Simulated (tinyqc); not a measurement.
Superjunction drift layer against a plain one, charge balance: one step of the calculation.

Alternating n and p pillars of equal width wp, doping N and length Lp. When depleted, the lateral field peaks at Ex = q N wp/(2 eps0 eps_r) at the pillar junctions and a uniform vertical field Ey is added; breakdown is taken where Ex^2 + Ey^2 = Ef^2. Only the n pillars conduct, narrowed by the zero-bias depletion. A first-order model: the field peaks at the pillar ends are left out.

Question. Design of the pillars. Ex = a Ef gives N = 2 eps0 eps_r a Ef/(q wp); Ey = Ef sqrt(1 - a^2); Lp = BV/Ey; xd = sqrt(eps0 eps_r Vb/(q N)) on each side; Rsp = 2 Lp/(q mu(N) N (1 - 2 xd/wp)). mu(N) = mi + (mx - mi)/(1 + (N/Nr)^0.9).

Inputs (values chosen for the exercise); values close to those of silicon: relative permittivity of the semiconductor eps_r = 11.9; mobility at low doping mx = 1330 cm^2/(V s); mobility at high doping mi = 94.4 cm^2/(V s); reference doping of the mobility Nr = 1.3e17 cm^-3; wanted breakdown voltage BV = 470 V; width of each pillar wp = 1 um; critical field inside the pillars Ef = 0.31 MV/cm; lateral peak field as a share of Ef a = 0.73; built-in voltage of the pillar junctions Vb = 0.8 V.

Constants: q = 1.602176634e-19 C, eps0 = 8.8541878128e-14 F/cm where lengths are in cm. Results are converted to the units shown.

Wanted: N; Ey; Lp; xd; Rsp.

Answer.

N = 2.9765e16 cm^-3
Ey = 0.21187 MV/cm
Lp = 22.184 um
xd = 0.13295 um
Rsp = 1.1834 mohm cm^2

The pillars have an aspect ratio of 22.2. Their doping is 51.3 times, and their Rsp 0.0445 times, that of the plain layer.

tinyqc, about 0.01 s, one thread, Intel Xeon 2.30GHz (shared host): `OMP_NUM_THREADS=1 python tinyqc.py 2590070 2590071 out.jsonl`
